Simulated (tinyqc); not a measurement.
Specific resistance of a metal-semiconductor contact and its transmission-line measurement: one step, computed by the program tinyqc. Command: `OMP_NUM_THREADS=1 python tinyqc.py 3015422 3015423 out.jsonl contact walk`. One thread of a shared host (Intel(R) Xeon(R) Processor @ 2.30GHz), about 0.01 s of CPU time with the checks.

The barrier is parabolic (depletion approximation), energies E are normal energies counted from the band edge in the neutral semiconductor (downwards for holes), and the bias is zero. xi is an input, held fixed when other inputs move.

Question. Tunnelling energy and barrier. E_00 = (e hbar/2) sqrt(N/(eps eps_0 m)); band bending E_b = phi_B + xi; depletion width w = sqrt(2 eps eps_0 E_b/(e^2 N)). Image lowering d_phi = (e^3 N E_b/(8 pi^2 (eps eps_0)^3))^(1/4) (E_b in volts), and E_b - d_phi replaces E_b everywhere except in w.

Inputs (values chosen for the exercise, modelled on n-type In0.53Ga0.47As): tunnelling mass m = 0.04 m_0; permittivity eps = 13.9; barrier height phi_B = 0.14 eV; doping N = 1.6e+18 1/cm^3; Fermi level above the band edge in the bulk, xi = 0.069 eV; temperature T = 400 K.

Image-force lowering: included.

Constants: hbar = 1.054571817e-34 J s; eps_0 = 8.8541878128e-12 F/m; m_0 = 9.1093837015e-31 kg; k_B = 8.617333262e-05 eV/K; e = 1.602176634e-19 C.

Give: E_00; E_00/k_B T; depletion width; barrier used, above the bulk band edge.

Answer.

E_00 = 31.496 meV

E_00/k_B T = 0.91373

depletion width = 14.166 nm

barrier used, above the bulk band edge = 0.15371 eV

By the usual rule this is thermionic-field emission (0.5 to 5 k_B T).
